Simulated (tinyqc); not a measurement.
What each parameter does: Wannier-Stark ladder of a miniband.

One state in each well j = -(Nw - 1)/2 ... (Nw - 1)/2: H_jj = j e F d, H_(j,j+1) = -W/4; 1 kV/cm = 0.01 meV/angstrom. In an infinite chain the levels are j e F d and the state of well 0 has amplitude J_j(x) in size on well j, x = W/(2 e F d).

Parameters, chosen for this exercise (near those of a non-polar GaN/AlGaN superlattice; not measured data):

| symbol | value | unit | meaning |
|---|---|---|---|
| W | 70 | meV | miniband width |
| d | 30 | angstrom | period |
| F | 48 | kV/cm | field |
| Nw | 7 |  | wells |

e F d, x, J_0(x)^2 and the lowest level of the finite stack.

One parameter was then changed.

Results before and after:

| case | e F d (meV) | x | J_0^2 | lowest level (meV) |
|---|---|---|---|---|
| base | 14.40 | 2.431 | 0.000 | -57.84 |
| changed | 14.40 | 1.944 | 0.066 | -53.47 |

Which of these changes was made? (a) W = 56 meV; (b) F = 33.6 kV/cm; (c) Nw = 9; (d) d = 22 angstrom.
Answer: (a) W = 56 meV. Of the candidates, run in turn, only this one gives the changed row.

All candidates:

| case | e F d (meV) | x | J_0^2 | lowest level (meV) |
|---|---|---|---|---|
| base | 14.40 | 2.431 | 0.000 | -57.84 |
| W = 56 meV | 14.40 | 1.944 | 0.066 | -53.47 |
| d = 22 angstrom | 10.56 | 3.314 | 0.121 | -48.82 |
| F = 33.6 kV/cm | 10.08 | 3.472 | 0.141 | -47.74 |
| Nw = 9 | 14.40 | 2.431 | 0.000 | -72.24 |

Program tinyqc; command `OMP_NUM_THREADS=1 python tinyqc.py 1250319 1250320 out.jsonl`; about 0.01 s on one thread of a shared Intel(R) Xeon(R) Processor @ 2.30GHz.
